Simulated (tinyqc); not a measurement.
Square-lattice Ising model by mean field, Bethe lattice, transfer matrix, exact enumeration and Monte Carlo steps: one step, computed by the program tinyqc.

H = -J sum over nearest pairs s_i s_j, s = +-1, no field, periodic boundaries; energies per site are in J. As a lattice gas or an alloy, s marks which species holds the site.

Task: Metropolis steps. h is the sum of the four neighbours. dE = 2 J s h; flip if u < p = min(1, exp(-2 K s h)).

Inputs (values chosen for the exercise, for a model lattice): temperature T = 1830 K.

Monte Carlo rule: Metropolis.

start configuration, 5 x 5, rows and columns numbered from 1:
$$\begin{pmatrix}
1 & 1 & 1 & 1 & 1 \\
1 & -1 & -1 & -1 & -1 \\
1 & -1 & -1 & 1 & 1 \\
-1 & 1 & 1 & -1 & 1 \\
1 & 1 & -1 & 1 & -1
\end{pmatrix}$$

Random draws:
```
step  row  column       u
1       2       5  0.5791
2       1       4  0.6388
3       4       4  0.9056
4       2       5  0.1520
5       4       3  0.4210
6       3       1  0.2418
7       3       3  0.7099
8       5       5  0.0480
9       5       1  0.9513
10      2       5  0.0247
11      1       2  0.5143
12      3       1  0.9120
13      5       5  0.3298
14      2       3  0.9519
```

K = 0.2637967

Give: Steps; configuration after the steps.

Result:

Steps:
```
step  s before   h      p  s after
1           -1   2  1.000        1
2            1   2  0.348        1
3           -1   4  1.000        1
4            1   2  0.348       -1
5            1   0  1.000       -1
6            1   0  1.000       -1
7           -1  -2  0.348       -1
8           -1   4  1.000        1
9            1   2  0.348        1
10          -1   2  1.000        1
11           1   2  0.348        1
12          -1   0  1.000        1
13           1   4  0.121        1
14          -1  -2  0.348       -1
```

configuration after the steps:
$$\begin{pmatrix}
1 & 1 & 1 & 1 & 1 \\
1 & -1 & -1 & -1 & 1 \\
1 & -1 & -1 & 1 & 1 \\
-1 & 1 & -1 & 1 & 1 \\
1 & 1 & -1 & 1 & 1
\end{pmatrix}$$

8 of the 14 steps changed a spin; the sum of spins went from 5 to 9.
